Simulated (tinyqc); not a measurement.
What each parameter does: metal-induced gap states at the contact of a metal chain and a two-band chain.

The semiconductor alternates sites A at -Eg/2 and C at +Eg/2 with hopping -t; the gap runs from -Eg/2 to Eg/2. In the gap cosh(q a) = 1 + (Eg^2/4 - E^2)/(2 t^2) and the amplitude changes by -exp(-q a) a period. The metal has site energy 0 and hopping -tm; its end site has g_m = (E - i sqrt(4 tm^2 - E^2))/(2 tm^2). Sites 1, 2, ... count into the semiconductor, with energies e1, e2 alternating. The clean half chain has g1 = 1/(E - e1 - t^2 g2), g2 = 1/(E - e2 - t^2 g1), decaying root. With the contact G11 = 1/(1/g1 - tc^2 g_m), and the density on site j is -Im G_jj/pi = |psi_j/psi_1|^2 (-Im G11/pi), per spin, with psi_2/psi_1 = -t g2, psi_3/psi_2 = -t g1.

Constants: e^2/(4 pi eps0) = 14.39964547 eV angstrom.

Parameters, chosen for this exercise (gap and optical dielectric constant near those of HfO2; the chain itself is a model; the results hold for these values, not for the real material):
- Eg = 5.65 eV (gap)
- t = 2.5 eV (hopping in the semiconductor)
- tm = 3.12 eV (hopping in the metal)
- tc = 1.63 eV (hopping across the contact)
- end = C (site that touches the metal)
- a = 3.6 angstrom (period (two sites); one chain for each area a^2)
- eps = 4 (dielectric constant)
- E = -1.96 eV (energy from mid-gap)

xi = 1/(2q), summed density, and S = 1/(1 + 4 pi e^2 N xi/eps), N = 2 (summed density)/a^2.

Results for these values:
```
case,xi (angstrom),summed density (1/eV),S
base,2.270,0.01565,0.8013
```

What happens to each result for eps = 4.4, all else kept?

Answer: xi does not change at the printed digits; summed density does not change at the printed digits; S rises from 0.8013 to 0.8160.

The same for each parameter in turn:
```
case,xi (angstrom),summed density (1/eV),S
base,2.270,0.01565,0.8013
Eg = 6.215 eV,1.934,0.01261,0.8545
t = 2.75 eV,2.487,0.01510,0.7923
tm = 3.432 eV,2.270,0.01423,0.8160
tc = 1.793 eV,2.270,0.01911,0.7676
eps = 4.4,2.270,0.01565,0.8160
end = A,2.270,0.08608,0.4230
```

The decay length belongs to the semiconductor alone; the metal and the contact set only the amplitude.

tinyqc: `OMP_NUM_THREADS=1 python tinyqc.py 1480708 1480709 out.jsonl`; about 0.01 s, one thread, shared Intel(R) Xeon(R) Processor @ 2.30GHz.
